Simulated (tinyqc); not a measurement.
Inside a calculation: thin (001) film in sp3s* tight binding with raised dangling bonds. Values are carried at full precision from step to step, so a last printed digit may differ when a step is redone from the rounded ones.

sp3s* tight binding, nearest neighbours only: anion (a) at 0, cation (c) at a/4 (1,1,1), orbitals s, px, py, pz, s* on each; k in units of 2 pi/a. With phases e_j = exp(i (pi/2) k.n_j) for n = (1,1,1), (1,-1,-1), (-1,1,-1), (-1,-1,1): g0 = (e1+e2+e3+e4)/4, g1 = (e1+e2-e3-e4)/4, g2 = (e1-e2+e3-e4)/4, g3 = (e1-e2-e3+e4)/4. The diagonal holds the levels Esa, Epa, Exa (s*) and Esc, Epc, Exc. Anion-cation block: <sa|sc> = Vss g0; <sa|xc> = Vsapc g1; <xa|sc> = -Vscpa g1; <xa|xc> = Vxx g0; <xa|yc> = <ya|xc> = Vxy g3, <xa|zc> = <za|xc> = Vxy g2, <ya|zc> = <za|yc> = Vxy g1; <s*a|xc> = Vxapc g1; <xa|s*c> = -Vpaxc g1; y and z take g2 and g3 in place of g1; s-s* and s*-s* vanish.

Inputs chosen for the exercise (out of a larger set: near a published set for GaP, fitted to gaps, whose masses and valley positions are rough; not measured data): p = (-8.185, 1.13, -2.223, 4.112, 8.593, 7.159, -7.396, 2.175, 5.164, 4.23, 6.346, 4.626, 5.105) eV (order Esa, Epa, Esc, Epc, Exa, Exc, Vss, Vxx, Vxy, Vsapc, Vscpa, Vxapc, Vpaxc); N = 4 (atomic planes in the small film); dl = 20 eV (shift of the dangling hybrids).

## Bulk edges along [001]

Gap at Gamma and minimum on (0,0,kz), kz from 0.5 to 1, from the bulk Ev. States at zero in-plane momentum come from this line alone.

edges (eV): Gamma 2.7861, Delta 2.3850

kz of the minimum = 1.0000 2 pi/a

## The two blocks of the small film

Planes alternate anion (a), cation (c) along [001], a/4 apart, starting with an anion; zero in-plane momentum; levels counted from the bulk Ev, the lower root of [[Epa, Vxx], [Vxx, Epc]]; no spin-orbit coupling. Block of s, pz, s*: from an anion to the cation above, Vss/2 (s,s), Vsapc/2 (s,z), -Vscpa/2 (z,s), Vxx/2 (z,z), Vxapc/2 (s*,z), -Vpaxc/2 (z,s*); to the cation below the same with the s-z and s*-z signs reversed. Block of u = (px + py)/sqrt2 and v = (px - py)/sqrt2: to the cation above (Vxx + Vxy)/2 for u and (Vxx - Vxy)/2 for v, to the cation below the reverse. Each surface atom has two dangling sp3 hybrids; raising both by dl adds (dl/2) [[1, t], [t, 1]] to its s, pz levels (t = -1 at the bottom face, +1 at the top) and dl to the one of u, v in whose plane the missing bonds lie (v for a bottom anion or a top cation, u for a top anion).

Fill them in.

s, pz, s* block (eV), lower triangle:
```
         sa1     za1    *a1     sc2     zc2    *c2     sa3     za3    *a3     sc4     zc4    *c4
sa1    1.831
za1  -10.000  11.146
*a1        0       0  8.609
sc2   -3.698  -3.173      0  -2.207
zc2    2.115   1.087  2.313       0   4.128
*c2        0  -2.553      0       0       0  7.175
sa3        0       0      0  -3.698  -2.115      0  -8.169
za3        0       0      0   3.173   1.087  2.553       0   1.146
*a3        0       0      0       0  -2.313      0       0       0  8.609
sc4        0       0      0       0       0      0  -3.698  -3.173      0   7.793
zc4        0       0      0       0       0      0   2.115   1.087  2.313  10.000  14.128
*c4        0       0      0       0       0      0       0  -2.553      0       0       0  7.175
```

u, v block (eV), lower triangle:
```
       ua1     va1     uc2    vc2    ua3     va3    uc4     vc4
ua1  1.146
va1      0  21.146
uc2  3.670       0   4.128
vc2      0  -1.494       0  4.128
ua3      0       0  -1.494      0  1.146
va3      0       0       0  3.670      0   1.146
uc4      0       0       0      0  3.670       0  4.128
vc4      0       0       0      0      0  -1.494      0  24.128
```

## Levels of the small film

Diagonalise both blocks.

levels of the s, pz, s* block (eV): -11.915  -8.398  -3.470  2.941  3.201  3.781  7.059  8.552  9.324  10.497  18.012  21.781

levels of the u, v block (eV): -2.096  -1.415  -0.711  5.985  6.454  7.370  21.281  24.228

No level lies between 0 and the bulk edge 2.385 eV; confinement has widened the gap at zero in-plane momentum to 3.652 eV.

## Checks

- Lowest conduction level of 201 planes, with the dangling hybrids shifted far away, against the bulk edge: both 2.385.

(tinyqc, `OMP_NUM_THREADS=1 python tinyqc.py 1451827 1451828 out.jsonl`, Intel(R) Xeon(R) Processor @ 2.30GHz, 1 thread, shared host, about 0.3 s.)
